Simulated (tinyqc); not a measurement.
# Changing the pH

Model: potential-pH (Pourbaix) lines of a metal, its cation, its oxide and an oxyanion, with a complexing ligand. Computed by tinyqc, a small Python program. Command: `OMP_NUM_THREADS=1 python tinyqc.py 3026029 3026030 out.jsonl pourb sweep`. One thread of a shared host (Intel(R) Xeon(R) Processor @ 2.30GHz), about 0.01 s of CPU time with the checks.

Potentials are against the standard hydrogen electrode; solids and water have unit activity; dG_f of M, H+ and the electron is zero; F = e N_A and s = R T ln(10)/F. The cation carries z = 3.

Inputs (values chosen for the exercise, for a model metal):
```
quantity                                      value      unit
dG_f of the cation                           -165.4    kJ/mol
dG_f of the oxide                           -997.89    kJ/mol
dG_f of the oxyanion                        -540.59    kJ/mol
dG_f of water                               -237.14    kJ/mol
temperature T                                298.15         K
log10 of the dissolved activity a                -6         -
potential E                                   -0.54         V
log10 of the stability constant beta of ML      3.4         -
pKa of HL                                       8.5         -
total ligand c_L                              0.005     mol/L
limiting current density i_L                2.6e-05    A/cm^2
molar volume V_m                               11.8  cm^3/mol
```

Species: M, M3+, M2O3, MO2(-).

exchange current densities, metal and cathodic (A/cm^2): 5.1e-05  1.4e-11

Tafel slopes, anodic and cathodic (mV/decade): 70  95

Constants: R = 8.314462618 J/(mol K); e = 1.602176634e-19 C; N_A = 6.02214076e+23 1/mol.

Method:
- M3+ + 3e = M; (1/2) M2O3 + 3H+ + 3e = M + (3/2) H2O; MO2(-) + 4H+ + 3e = M + 2H2O. For each, E0 = -dG/(z F), and E = E0 + (s/z) log10 a - (s n_H/z) pH, with no activity term for the oxide.
- The metal is stable below the lowest of the three lines; above it, the species of the lowest line is stable. Water lines at 1 bar: hydrogen E = -s pH, oxygen E = -dG_f(water)/(2F) - s pH.
- The free ligand is c_L/(1 + 10^(pKa - pH)) (ligand in excess); dissolved metal is a in all, so the free cation is a/alpha, alpha = 1 + beta [L]; the cation line drops by (s/z) log10 alpha.
- Anodic i = i0a 10^((E - E_a)/b_a) with E_a the cation line with ligand; cathodic i = i0c 10^((E_c - E)/b_c) with E_c the oxygen line; supply caps the cathodic current, 1/i_c = 1/i(Tafel) + 1/i_L. E_corr makes the two currents equal. Without the cap it would be [b_c E_a + b_a E_c + b_a b_c log10(i0c/i0a)]/(b_a + b_c). Rate = i V_m/(z F). Films are left out.

One run for each value; columns: (1) pH; (2) upper limit of immunity (V); (3) cation line with ligand (V); (4) corrosion potential E_corr (V); (5) etch rate (nm/min); (6) log10 alpha:
```
(1)       (2)       (3)       (4)      (5)         (6)
1.0   -0.6897  -0.68974  -0.71022  0.63595  1.7249e-07
2.5   -0.6897  -0.68974  -0.71022  0.63595  5.4545e-06
4.0   -0.7315  -0.68974  -0.71022  0.63595  1.7245e-04
5.5   -0.8202  -0.68984  -0.71032  0.63595  5.4151e-03
7.0   -0.9090  -0.69252  -0.71301  0.63595  1.4145e-01
8.5   -1.0179  -0.70674  -0.72722  0.63595  8.6211e-01
10.0  -1.1362  -0.71182  -0.73230  0.63595  1.1197e+00
11.5  -1.2545  -0.71206  -0.73254  0.63595  1.1318e+00
13.0  -1.3728  -0.71206  -0.73254  0.63595  1.1322e+00
```

What does the table show?

Over the rows, upper limit of immunity (V) falls from -0.690 to -1.37, flat over part of the range; cation line with ligand (V) falls from -0.690 to -0.712; corrosion potential E_corr (V) falls from -0.710 to -0.733.

Caution (all rows): other oxidation states, hydroxides and hydrides are left out, and the lines say nothing of rates. Caution (rows 1.00, 2.50, 4.00, 5.50, 7.00, 8.50, 10.0, 11.5): E_corr lies below the hydrogen line, so hydrogen evolution, left out here, adds cathodic current. Caution (all rows): so near the reversible potential the back reaction matters and the Tafel form fails. Caution (rows 4.00, 5.50, 7.00): at this pH the oxide, not the cation, is the stable product, and a film would cut the rate. Caution (rows 8.50, 10.0, 11.5, 13.0): at this pH the oxyanion, not the cation, is the stable product, so this anodic line is not the one that acts.
